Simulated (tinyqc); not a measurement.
How far the series holds: five-level k.p model folded onto the conduction band.

For k along z and one spin sector the level c couples to four states. With c0 = hbar^2/2m0, P = sqrt(Ep c0), P2 = sqrt(Ep2 c0): diagonal Eg + (1 + Cm) c0 k^2 for c, and 0, -Dso, E7 + D2, E7 for lh, so, G8 up, G7 up (their own dispersion is left out); couplings of c: sqrt(2/3) P k to lh, sqrt(1/3) P k to so, sqrt(2/3) P2 k to G8 up, sqrt(1/3) P2 k to G7 up (phases chosen real).

Expanding E = H_cc + S(E) about Eg in powers of k^2, with s_n = sum_j H_cj^2/(Eg - H_jj)^n: order k^2: e2 = (1 + Cm) c0 k^2 + s1; order k^4: e4 = -s2 e2; order k^6: e6 = s3 e2^2 + s2^2 e2.

Constants: hbar^2/2m0 = 3.80998211 eV angstrom^2.

Parameters, chosen for this exercise (near those of ZnSe; not measured data): Eg = 2.822 eV (gap at Gamma to the s-like level); Dso = 0.39 eV (spin-orbit splitting); Ep = 24.9 eV (Kane energy); E7 = 7.16 eV (upper Gamma7 conduction level, from the valence top); D2 = 0.1 eV (its spin-orbit splitting, Gamma8 above Gamma7); Ep2 = 1.5 eV (Kane energy to the upper levels); Cm = -3.2 (remote term in 1/m).

Energies from Eg; Pk/Eg measures the coupling.

Levels (eV):
```
k (1/angstrom),Pk/Eg,to k^2,to k^4,to k^6,exact
0.0435,0.150,0.0427,0.0418,0.0418,0.0418
0.0993,0.343,0.2226,0.1978,0.2024,0.2015
0.1552,0.536,0.5438,0.3958,0.4624,0.4391
0.2111,0.729,1.0061,0.4994,0.9216,0.7136
0.2670,0.922,1.6095,0.3128,2.0411,0.9984
0.3228,1.114,2.3525,-0.4179,4.9793,1.2776
0.3787,1.307,3.2379,-2.0101,12.0613,1.5431
0.4346,1.500,4.2643,-4.8384,27.3060,1.7890
```

Within 2 % of the exact level stay: the k^2 term in no row, the sum to k^4 up to Pk/Eg = 0.34, the sum to k^6 up to Pk/Eg = 0.34. In the last row the errors are +2475, -6627 and +25517 meV: higher orders make it worse, since the series in k^2 converges only for Pk below about Eg/2 in the two-level limit E = Eg/2 + sqrt(Eg^2/4 + P^2 k^2).

Run: tinyqc, `OMP_NUM_THREADS=1 python tinyqc.py 1080539 1080540 out.jsonl`; Intel(R) Xeon(R) Processor @ 2.30GHz, one thread, shared host; about 0.01 s of CPU time with all checks.
